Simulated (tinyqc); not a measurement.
Reverse leakage of an n+-p junction: diffusion, generation, trap-assisted and band-to-band tunnelling: two steps of the calculation.

One-sided abrupt junction in the depletion approximation, x from the junction (0) to W on the p side, field F = F0 (1 - x/W). Flat quasi-Fermi levels, long p side. Traps generate through SRH with both lifetimes shortened by 1 + Gamma (Hurkx enhancement, form for moderate fields); band-to-band generation is local and needs a total bending above Eg.

Inputs (values chosen for the exercise); band and dielectric values close to those of silicon:

| symbol | value | unit | meaning |
|---|---|---|---|
| T | 300 | K | temperature |
| Eg | 1.1 | eV | band gap |
| eps_r | 11.6 |  | relative permittivity |
| Nc | 2.78e19 | cm^-3 | conduction-band density of states at T |
| Nv | 2.67e19 | cm^-3 | valence-band density of states at T |
| Na | 1.5e17 | cm^-3 | acceptor density of the lighter side |
| Nd | 1e19 | cm^-3 | donor density of the heavier side |
| tau | 1e-9 | s | SRH lifetime of both carriers at zero field |
| Et | 0 | eV | trap level above the intrinsic level |
| mt | 0.23 | m0 | tunnelling mass |
| Dn | 25 | cm^2/s | electron diffusion coefficient on the lighter side |
| Ab | 4.7e14 | cm^-0.5 V^-2.5 s^-1 | band-to-band prefactor |
| Bb | 1.86e7 | V/cm | band-to-band field constant |
| VR | 0.8 | V | reverse bias |

Constants: q = 1.602176634e-19 C, kB = 1.380649e-23 J/K, hbar = 1.054571817e-34 J s, m0 = 9.1093837015e-31 kg, Vt = kB T/q, eps0 = 8.8541878128e-14 F/cm where lengths are in cm. Results are converted to the units shown.

Task 1. Field, scales and diffusion current. ni = sqrt(Nc Nv) exp(-Eg/(2 Vt)), Eg in volts; Vbi = Vt ln(Na Nd/ni^2); W = sqrt(2 eps0 eps_r (Vbi + VR)/(q Na)); F0 = 2 (Vbi + VR)/W; FG = sqrt(24 mt m0 (kB T)^3)/(q hbar); J_diff = q ni^2 sqrt(Dn/tau)(1 - exp(-VR/Vt))/Na.

Wanted: ni; Vbi; W; F0; FG; J_diff.

Result 1.

ni = 1.569e10 cm^-3
Vbi = 0.9396 V
W = 121.9 nm
F0 = 285.3 kV/cm
FG = 353.8 kV/cm
J_diff = 4.159e-11 A/cm^2

Task 2. Generation rates across the layer. u = (Vbi + VR)(1 - x/W)^2, p = Na exp(-u/Vt), n = Nd exp((u - Vbi - VR)/Vt); G0 = ni^2 (1 - exp(-VR/Vt))/(tau (n + p + 2 ni cosh(Et/Vt))); Gamma = 2 sqrt(3 pi)(F/FG) exp((F/FG)^2); trap-assisted part G0 Gamma; G_bb = Ab F^2.5 exp(-Bb/F) with F in V/cm, zero unless Vbi + VR > Eg. 13 equal steps.

ni = 1.5692231e10 cm^-3
Vbi = 0.93960813 V
W = 121.93917 nm
F0 = 285.32392 kV/cm
FG = 353.78082 kV/cm

Find: x; F; Gamma; G0; G0 Gamma; G_bb.

Result 2.

| point | x (nm) | F (kV/cm) | Gamma | G0 (cm^-3 s^-1) | G0 Gamma (cm^-3 s^-1) | G_bb (cm^-3 s^-1) |
|---|---|---|---|---|---|---|
| 0 | 0.00 | 285.32 | 9.4897 | 2.4625e10 | 2.3368e11 | 0.99814 |
| 1 | 9.38 | 263.38 | 7.9561 | 5.1813e14 | 4.1223e15 | 0.00357 |
| 2 | 18.76 | 241.43 | 6.6753 | 3.0228e18 | 2.0178e19 | 0.00000 |
| 3 | 28.14 | 219.48 | 5.5973 | 7.8432e18 | 4.3900e19 | 0.00000 |
| 4 | 37.52 | 197.53 | 4.6823 | 7.8461e18 | 3.6738e19 | 0.00000 |
| 5 | 46.90 | 175.58 | 3.8984 | 7.8458e18 | 3.0586e19 | 0.00000 |
| 6 | 56.28 | 153.64 | 3.2198 | 7.7220e18 | 2.4863e19 | 0.00000 |
| 7 | 65.66 | 131.69 | 2.6251 | 2.0405e18 | 5.3565e18 | 0.00000 |
| 8 | 75.04 | 109.74 | 2.0969 | 3.4393e16 | 7.2119e16 | 0.00000 |
| 9 | 84.42 | 87.79 | 1.6204 | 9.5942e14 | 1.5547e15 | 0.00000 |
| 10 | 93.80 | 65.84 | 1.1830 | 5.9100e13 | 6.9917e13 | 0.00000 |
| 11 | 103.18 | 43.90 | 0.77365 | 8.0718e12 | 6.2448e12 | 0.00000 |
| 12 | 112.56 | 21.95 | 0.38238 | 2.4446e12 | 9.3476e11 | 0.00000 |
| 13 | 121.94 | 0.00 | 0 | 1.6416e12 | 0 | 0.00000 |

Range of the model: The n+ side is degenerate, so Vbi from Boltzmann statistics is only a guide.

Numbers from tinyqc (`OMP_NUM_THREADS=1 python tinyqc.py 2290076 2290077 out.jsonl`; about 0.01 s on one thread of a shared Intel Xeon 2.30GHz).
